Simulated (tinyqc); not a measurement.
# Worked calculation: hexagonal on-chip spiral inductor, lumped pi model

Numbers from tinyqc (`OMP_NUM_THREADS=1 python tinyqc.py 2302057 2302058 out.jsonl`; about 0.01 s on one thread of a shared Intel Xeon 2.30GHz). Printed values are rounded.

Outer diameter do = di + 2 n wd + 2 (n - 1) sp, mean da = (do + di)/2, fill p = (do - di)/(do + di), length l = 3.464 n da. L = 2.33 mu0 n^2 da/(1 + 3.82 p), mu0 = 4 pi 1e-7 H/m. Rs = rho l/(wd delta (1 - exp(-th/delta))), delta = sqrt(rho/(pi f mu0)). Cs = n wd^2 eps0 eo/hu across the coil. At each end Cox = l wd eps0 eo/(2 ho) leads to the substrate branch Rsi = 2 rs he/(l wd) in parallel with Csi = l wd eps0 11.7/(2 he). With one end grounded Y = 1/(Rs + i w L) + i w Cs + 1/[1/(i w Cox) + 1/(1/Rsi + i w Csi)], w = 2 pi f; Q = -Im Y/Re Y. Eddy currents in neighbouring turns and in the substrate are left out.

Parameters, values chosen for the exercise; values of the order met in silicon radio-frequency processes: number of turns n = 1.5; line width wd = 6 um; space between turns sp = 3 um; inner diameter di = 100 um; metal thickness th = 3 um; metal resistivity rho = 1.9 uohm cm; oxide below the coil ho = 9 um; oxide between coil and underpass hu = 1.1 um; relative permittivity of the oxide eo = 3.9; substrate resistivity rs = 10 ohm cm; effective spreading depth in the substrate he = 50 um; frequency f = 1.8 GHz.

Constants: eps0 = 8.8541878128e-12 F/m. Results are converted to the units shown.

## Geometry and model elements

do, l, L, delta, Rs, Cs, Cox, Rsi and Csi as defined.

do = 121 um
l = 574.158 um
L = 0.534096 nH
delta = 1.63516 um
Rs = 1.32318 ohm
Cs = 1.69517 fF
Cox = 6.60881 fF
Rsi = 2902.80 ohm
Csi = 3.56876 fF

Rs is 2.18 times the direct-current value in this empirical form, which overstates the skin effect of a flat slab when delta is near th and so stands in for some current crowding.

## Admittance, quality factor and apparent inductance

Series branch 1/(Rs + i w L), substrate branch, total Y, Q = -Im Y/Re Y, apparent inductance Im(1/Y)/w, metal-only value w L/Rs, share of the loss in the substrate Re(substrate branch)/Re Y.

series branch = 34.604-157.970i mS
substrate branch = 0.0145883+0.0698696i mS
Y = 34.618-157.881i mS
Q = 4.56061
apparent inductance = 0.534349 nH
w L/Rs = 4.56511
share of the loss in the substrate = 0.0421404 %

Q is 99.9 % of the metal-only value.
